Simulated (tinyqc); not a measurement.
Strain dependence: valley-orbit splitting of a donor ground state, with strain. Computed by tinyqc, a small Python program. Command: `OMP_NUM_THREADS=1 python tinyqc.py 3001201 3001202 out.jsonl valleyorbit walk`. One thread of a shared host (Intel(R) Xeon(R) Processor @ 2.30GHz), about 0.01 s of CPU time with the checks.

The basis is the 1s envelope in each valley; energies are counted from the unstrained conduction-band edge. The strain is e_s (a a^T - 1/3) for the unit stress axis a, so valley j along n_j moves by Xi_u e_s w_j with w_j = (n_j.a)^2 - 1/3: +1/6 for x and y, -1/3 for z. The splitting at the zone boundary that a [110] shear adds for <100> valleys is left out.

Inputs (values chosen for the exercise, modelled on donors in silicon):
```
quantity                            value  unit
single-valley binding energy E_0     31.2   meV
central-cell shift Lambda            5.05   meV
coupling Delta_1                     2.38   meV
coupling Delta_2                     1.53   meV
shear deformation potential Xi_u     9.05    eV
shear strain e_s                  0.00023     -
```

Valleys: six along <100>. Stress axis: [110].

Method:
- By symmetry: E(A1) = E_0 + Lambda + 4 Delta_1 + Delta_2 (one state), E(T2) = E_0 + Lambda - Delta_2 (three), E(E) = E_0 + Lambda - 2 Delta_1 + Delta_2 (two), as binding energies.
- H_jj = -(E_0 + Lambda) + Xi_u e_s w_j; H_jk = -Delta_2 between opposite valleys and -Delta_1 between perpendicular ones.
- The contact hyperfine ratio is A/A_0 = (sum_j c_j)^2/(number of valleys), c_j the valley amplitudes of the ground state; binding from the lowest valley edge.

E(A1) = 47.3 meV

Against strain:
```
e_s        Xi_u e_s (w_max - w_min) (meV)  binding (meV)  gap to next level (meV)    A/A_0
-0.001800                       -8.145000         45.412                   10.692  0.95564
-0.000690                       -3.122250         46.399                   11.679  0.99102
-0.000230                       -1.040750         46.970                   12.250  0.99888
-0.000069                       -0.312225         47.197                   12.477  0.99990
0.000069                         0.312225         47.093                   12.373  0.99989
0.000230                         1.040750         46.623                   11.903  0.99876
0.000690                         3.122250         45.380                   10.660  0.98808
0.001800                         8.145000         43.029                    8.309  0.91654
```

What follows from these numbers?

A/A_0 falls for either sign of strain, to 0.956 and 0.917 at the ends; its limits are the shares of the valleys that end up lowest, 4/6 under compression and 2/6 under tension. Near zero strain A/A_0 changes in second order, the binding in first. The binding energy drops from 47.30 meV to 45.41 and 43.03 meV, since fewer valleys share the valley-orbit gain.

Extremes, crossings and ranges named in words are read from the listed rows.
